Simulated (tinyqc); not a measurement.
Pariser-Parr-Pople SCF with singles CI, for the molecule C=Cc1ccccc1N (SMILES; centres numbered as the heavy atoms are written), step by step. Computed by tinyqc, a small Python program that keeps every step. Settings: charge = 0, gamma = Ohno, start = huckel, damping = 0.3, iteration cap = 81, excitations kept = 6. Command: `OMP_NUM_THREADS=1 python tinyqc.py 26398 26399 out.jsonl` (the two numbers bound the seeds that draw the settings). One thread of a shared host (Intel(R) Xeon(R) Processor @ 2.60GHz), about 0.01 s of CPU time with the checks. Later iterations appear only in the table of the cycle.

## PPP integrals

Centres (angstrom, eV; a flat drawing with bonds scaled to 1.40 angstrom):
```
centre          x          y  core charge z          W   gamma_rr
1C      -2.756000  -0.226000              1  11.530000  11.420000
2C      -1.657000  -1.094000              1  11.530000  11.420000
3C      -0.357000  -0.577000              1  11.530000  11.420000
4C       0.742000  -1.445000              1  11.530000  11.420000
5C       2.043000  -0.927000              1  11.530000  11.420000
6C       2.245000   0.458000              1  11.530000  11.420000
7C       1.147000   1.326000              1  11.530000  11.420000
8C      -0.154000   0.809000              1  11.530000  11.420000
9N      -1.253000   1.677000              2  27.390000  18.530000
```

Resonance integrals (eV):
```
i  j       beta
1  2  -2.350000
2  3  -2.350000
3  4  -2.350000
4  5  -2.350000
5  6  -2.350000
6  7  -2.350000
7  8  -2.350000
8  9  -2.340000
8  3  -2.350000
```

Ohno: gamma = 14.399645/sqrt(R^2 + a^2), a = 2 x 14.399645/(gamma_rr + gamma_ss); H_rr = -W_r - sum_(s != r) z_s gamma_rs; H_rs = beta for bonds.

repulsion gamma_rs (eV), order 1C, 2C, 3C, 4C, 5C, 6C, 7C, 8C, 9N:
```
[[11.420000, 7.641321, 5.269151, 3.679914, 2.873516, 2.767742, 3.283518, 4.688788, 5.519962],
 [7.641321, 11.420000, 7.645560, 5.269151, 3.680404, 3.284184, 3.680292, 5.268440, 4.863443],
 [5.269151, 7.645560, 11.420000, 7.641321, 5.267706, 4.688788, 5.267380, 7.640267, 5.518780],
 [3.679914, 5.269151, 7.641321, 11.420000, 7.641644, 5.268440, 4.688580, 5.267413, 3.761925],
 [2.873516, 3.680404, 5.267706, 7.641644, 11.420000, 7.643685, 5.269002, 4.689067, 3.341618],
 [2.767742, 3.284184, 4.688788, 5.268440, 7.643685, 11.420000, 7.643686, 5.269151, 3.762560],
 [3.283518, 3.680292, 5.267380, 4.688580, 5.269002, 7.643686, 11.420000, 7.642758, 5.518833],
 [4.688788, 5.268440, 7.640267, 5.267413, 4.689067, 5.269151, 7.642758, 11.420000, 8.476454],
 [5.519962, 4.863443, 5.518780, 3.761925, 3.341618, 3.762560, 5.518833, 8.476454, 18.530000]]
```

core matrix H (eV), order 1C, 2C, 3C, 4C, 5C, 6C, 7C, 8C, 9N:
```
[[-52.773874, -2.350000, 0.000000, 0.000000, 0.000000, 0.000000, 0.000000, 0.000000, 0.000000],
 [-2.350000, -57.726239, -2.350000, 0.000000, 0.000000, 0.000000, 0.000000, 0.000000, 0.000000],
 [0.000000, -2.350000, -65.987735, -2.350000, 0.000000, 0.000000, 0.000000, -2.350000, 0.000000],
 [0.000000, 0.000000, -2.350000, -58.510314, -2.350000, 0.000000, 0.000000, 0.000000, 0.000000],
 [0.000000, 0.000000, 0.000000, -2.350000, -55.278261, -2.350000, 0.000000, 0.000000, 0.000000],
 [0.000000, 0.000000, 0.000000, 0.000000, -2.350000, -55.620796, -2.350000, 0.000000, 0.000000],
 [0.000000, 0.000000, 0.000000, 0.000000, 0.000000, -2.350000, -60.042883, -2.350000, 0.000000],
 [0.000000, 0.000000, -2.350000, 0.000000, 0.000000, 0.000000, -2.350000, -68.948794, -2.340000],
 [0.000000, 0.000000, 0.000000, 0.000000, 0.000000, 0.000000, 0.000000, -2.340000, -68.153574]]
```

## Starting guess

pi electrons, sum of z_r less the charge = 10

Orbitals of the Hueckel matrix of the beta values.

P at the start, order 1C, 2C, 3C, 4C, 5C, 6C, 7C, 8C, 9N:
```
[[1.124467, 0.870629, -0.124467, -0.258577, 0.124467, 0.163522, -0.124467, -0.154713, 0.249998],
 [0.870629, 1.000000, 0.457339, 0.000000, -0.095055, 0.000000, 0.008810, 0.000000, -0.154054],
 [-0.124467, 0.457339, 1.124467, 0.620861, -0.124467, -0.249768, 0.124467, 0.467463, -0.249998],
 [-0.258577, 0.000000, 0.620861, 1.000000, 0.670820, 0.000000, -0.308536, 0.000000, -0.049746],
 [0.124467, -0.095055, -0.124467, 0.670820, 1.124467, 0.612052, -0.124467, -0.204672, 0.249998],
 [0.163522, 0.000000, -0.249768, 0.000000, 0.612052, 1.000000, 0.715916, 0.000000, -0.154054],
 [-0.124467, 0.008810, 0.124467, -0.308536, -0.124467, 0.715916, 1.124467, 0.517421, -0.249998],
 [-0.154713, 0.000000, 0.467463, 0.000000, -0.204672, 0.000000, 0.517421, 1.000000, 0.669274],
 [0.249998, -0.154054, -0.249998, -0.049746, 0.249998, -0.154054, -0.249998, 0.669274, 1.502132]]
```

## Iteration 1: Fock matrix

F_rr = H_rr + P_rr gamma_rr / 2 + sum_(s != r) P_ss gamma_rs; F_rs = H_rs - P_rs gamma_rs / 2; E = tr P (H + F) / 2 + core repulsion sum_(r<s) z_r z_s gamma_rs.

F (eV), order 1C, 2C, 3C, 4C, 5C, 6C, 7C, 8C, 9N:
```
[[-6.435322, -5.676379, 0.327918, 0.475771, -0.178829, -0.226294, 0.204345, 0.362708, -0.689989],
 [-5.676379, -5.422477, -4.098306, 0.000000, 0.174920, 0.000000, -0.016211, 0.000000, 0.374618],
 [0.327918, -4.098306, -5.889811, -4.722101, 0.327828, 0.585554, -0.327807, -4.135769, 0.689841],
 [0.475771, 0.000000, -4.722101, -4.749116, -4.913084, 0.000000, 0.723298, 0.000000, 0.093571],
 [-0.178829, 0.174920, 0.327828, -4.913084, -5.103848, -4.689166, 0.327908, 0.479859, -0.417698],
 [-0.226294, 0.000000, 0.585554, 0.000000, -4.689166, -4.862393, -5.086120, 0.000000, 0.289820],
 [0.204345, -0.016211, -0.327807, 0.723298, 0.327908, -5.086120, -6.136822, -4.327263, 0.689848],
 [0.362708, 0.000000, -4.135769, 0.000000, 0.479859, 0.000000, -4.327263, -6.970689, -5.176535],
 [-0.689989, 0.374618, 0.689841, 0.093571, -0.417698, 0.289820, 0.689848, -5.176535, -10.995953]]
```

pi energy = -145.612365 eV

## Iteration 1: orbitals and new P

Diagonalise F (the basis is taken as orthonormal) and form P = 2 sum c c over the lowest orbitals; 0.3 of the old P is kept.

orbital energies (eV): [-15.985374, -13.236959, -12.499149, -10.426909, -9.431902, -0.943980, 0.243364, 1.716416, 3.998061]

P after iteration 1, order 1C, 2C, 3C, 4C, 5C, 6C, 7C, 8C, 9N:
```
[[1.143501, 0.889437, -0.111728, -0.231672, 0.083705, 0.160074, -0.074293, -0.184577, 0.215799],
 [0.889437, 0.961032, 0.426331, 0.016145, -0.081049, -0.016561, 0.008258, 0.016738, -0.127353],
 [-0.111728, 0.426331, 1.121697, 0.615446, -0.086675, -0.269153, 0.074173, 0.509215, -0.253595],
 [-0.231672, 0.016145, 0.615446, 0.962045, 0.681003, 0.029166, -0.314376, -0.001544, -0.026273],
 [0.083705, -0.081049, -0.086675, 0.681003, 1.087903, 0.623407, -0.089587, -0.246627, 0.214565],
 [0.160074, -0.016561, -0.269153, 0.029166, 0.623407, 0.962376, 0.704968, 0.006609, -0.106737],
 [-0.074293, 0.008258, 0.074173, -0.314376, -0.089587, 0.704968, 1.130605, 0.547284, -0.255604],
 [-0.184577, 0.016738, 0.509215, -0.001544, -0.246627, 0.006609, 0.547284, 1.001260, 0.583434],
 [0.215799, -0.127353, -0.253595, -0.026273, 0.214565, -0.106737, -0.255604, 0.583434, 1.629581]]
```

## Iteration 2: Fock matrix

As before.

F (eV), order 1C, 2C, 3C, 4C, 5C, 6C, 7C, 8C, 9N:
```
[[-6.258296, -5.748238, 0.294356, 0.426266, -0.120263, -0.221521, 0.121971, 0.432722, -0.595602],
 [-5.748238, -5.329775, -3.979770, -0.042535, 0.149147, 0.027194, -0.015196, -0.044092, 0.309687],
 [0.294356, -3.979770, -6.016991, -4.701411, 0.228288, 0.631000, -0.195347, -4.295268, 0.699768],
 [0.426266, -0.042535, -4.701411, -5.085052, -4.951989, -0.076830, 0.736990, 0.004066, 0.049418],
 [-0.120263, 0.149147, 0.228288, -4.951989, -5.529433, -4.732565, 0.236017, 0.578226, -0.358498],
 [-0.221521, 0.027194, 0.631000, -0.076830, -4.732565, -5.111868, -5.044277, -0.017411, 0.200803],
 [0.121971, -0.015196, -0.195347, 0.736990, 0.236017, -5.044277, -6.142477, -4.441378, 0.705318],
 [0.432722, -0.044092, -4.295268, 0.004066, 0.578226, -0.017411, -4.441378, -6.543107, -4.812726],
 [-0.595602, 0.309687, 0.699768, 0.049418, -0.358498, 0.200803, 0.705318, -4.812726, -10.276850]]
```

pi energy = -145.973739 eV

## Iteration 2: orbitals and new P

As before.

orbital energies (eV): [-15.598263, -13.024070, -12.618781, -10.541493, -9.370444, -0.852070, 0.291226, 1.598680, 3.821367]

P after iteration 2, order 1C, 2C, 3C, 4C, 5C, 6C, 7C, 8C, 9N:
```
[[1.139203, 0.902377, -0.101744, -0.217827, 0.065413, 0.154762, -0.054662, -0.192419, 0.196397],
 [0.902377, 0.949219, 0.404265, 0.020778, -0.071891, -0.019448, 0.007183, 0.018945, -0.110539],
 [-0.101744, 0.404265, 1.122502, 0.614928, -0.075399, -0.279202, 0.059000, 0.528786, -0.254549],
 [-0.217827, 0.020778, 0.614928, 0.950266, 0.684555, 0.034593, -0.317178, -0.000729, -0.019743],
 [0.065413, -0.071891, -0.075399, 0.684555, 1.079413, 0.628018, -0.076596, -0.261636, 0.198734],
 [0.154762, -0.019448, -0.279202, 0.034593, 0.628018, 0.949933, 0.700559, 0.011080, -0.087627],
 [-0.054662, 0.007183, 0.059000, -0.317178, -0.076596, 0.700559, 1.128987, 0.559345, -0.255659],
 [-0.192419, 0.018945, 0.528786, -0.000729, -0.261636, 0.011080, 0.559345, 0.997554, 0.546754],
 [0.196397, -0.110539, -0.254549, -0.019743, 0.198734, -0.087627, -0.255659, 0.546754, 1.682924]]
```

## Convergence

Stop when output and input P, before any damping, agree to 1e-7.

Course of the cycle:
```
iteration         E (eV)  largest |P(out) - P(in)|
1          -145.61236505                  1.82e-01
2          -145.97373903                  7.62e-02
3          -146.10862235                  3.50e-02
4          -146.15870764                  1.76e-02
5          -146.17746528                  9.67e-03
6          -146.18460394                  6.43e-03
7          -146.18737732                  4.27e-03
8          -146.18848045                  2.84e-03
9          -146.18893059                  1.89e-03
10         -146.18911936                  1.26e-03
11         -146.18920086                  8.42e-04
...                  ...                       ...
35         -146.18927015                  9.96e-07
36         -146.18927015                  7.75e-07
37         -146.18927015                  6.04e-07
38         -146.18927015                  4.70e-07
39         -146.18927015                  3.66e-07
40         -146.18927015                  2.85e-07
41         -146.18927015                  2.22e-07
42         -146.18927015                  1.72e-07
43         -146.18927015                  1.34e-07
44         -146.18927015                  1.04e-07
45         -146.18927015                  8.13e-08
```

Converged in 45 iterations.

## Converged orbitals

Charges are z - P_rr.

orbital energies (eV): [-15.412254, -12.792969, -12.677504, -10.609700, -9.268254, -0.794362, 0.377619, 1.501997, 3.784391]

coefficients, order 1C, 2C, 3C, 4C, 5C, 6C, 7C, 8C, 9N:
```
[[0.122585, -0.337406, -0.335991, 0.445054, 0.338688, 0.504777, 0.064068, -0.410768, 0.133507],
 [0.234351, -0.418395, -0.379388, 0.304559, 0.089473, -0.402763, -0.045207, 0.540090, -0.263380],
 [0.452546, -0.276899, -0.208431, -0.282917, -0.396123, -0.319321, -0.032117, -0.346948, 0.463421],
 [0.295329, -0.359228, 0.183461, -0.470468, 0.042381, 0.392402, -0.456144, 0.038008, -0.404291],
 [0.233626, -0.268135, 0.486110, -0.149116, 0.393138, 0.041281, 0.488149, 0.299360, 0.361686],
 [0.251576, -0.016784, 0.513403, 0.352392, 0.147105, -0.426954, -0.074214, -0.474157, -0.338235],
 [0.348071, 0.219599, 0.276080, 0.471122, -0.306491, 0.259820, -0.395977, 0.321226, 0.333195],
 [0.534542, 0.355698, -0.152903, -0.019168, -0.240050, 0.226287, 0.547121, 0.008868, -0.394647],
 [0.336563, 0.508391, -0.258047, -0.197611, 0.625154, -0.155985, -0.291232, 0.007032, 0.150369]]
```

pi charges: [-0.109083, 0.050656, -0.123740, 0.053884, -0.079147, 0.054050, -0.122980, 0.012744, 0.263615]

## Singles CI, singlets

Over the 6 single excitations with the smallest orbital gaps: A = (e_a - e_i) delta + 2 (ia|jb) - (ij|ab), with (pq|rs) = sum c_mp c_mq gamma_mn c_nr c_ns. f = 2/3 w |mu|^2 in atomic units, mu = sqrt2 sum c_ia sum_m c_mi c_ma R_m.

singlet CI matrix (eV), order 5>6, 5>7, 4>6, 5>8, 4>7, 3>6:
```
[[3.946691, -0.032989, -0.099476, 0.115176, 0.520553, 0.128645],
 [-0.032989, 5.300715, -0.800123, 0.241641, 0.032250, -0.026929],
 [-0.099476, -0.800123, 5.514297, -0.013830, -0.110617, 0.028661],
 [0.115176, 0.241641, -0.013830, 6.129054, 0.436668, -0.108177],
 [0.520553, 0.032250, -0.110617, 0.436668, 6.213380, 0.474710],
 [0.128645, -0.026929, 0.028661, -0.108177, 0.474710, 7.327659]]
```

singlet excitation energies (eV): [3.823806, 4.580220, 5.690762, 6.126802, 6.677169, 7.533037]

oscillator strengths: [0.206833, 0.002180, 0.128639, 1.318126, 0.710439, 0.423076]

## Singles CI, triplets

Over the 6 single excitations with the smallest orbital gaps: A = (e_a - e_i) delta - (ij|ab), with (pq|rs) = sum c_mp c_mq gamma_mn c_nr c_ns.

triplet CI matrix (eV), order 5>6, 5>7, 4>6, 5>8, 4>7, 3>6:
```
[[2.808568, -0.446000, -0.347105, -0.072226, -0.020549, 0.047260],
 [-0.446000, 3.263459, -0.020549, 0.090944, 0.550246, 0.332844],
 [-0.347105, -0.020549, 3.880686, 0.618348, 0.154626, 0.229091],
 [-0.072226, 0.090944, 0.618348, 5.297354, -0.006666, -0.741308],
 [-0.020549, 0.550246, 0.154626, -0.006666, 5.045608, -0.010953],
 [0.047260, 0.332844, 0.229091, -0.741308, -0.010953, 6.155980]]
```

triplet excitation energies (eV): [2.402445, 3.355441, 3.640877, 5.095337, 5.350545, 6.607011]
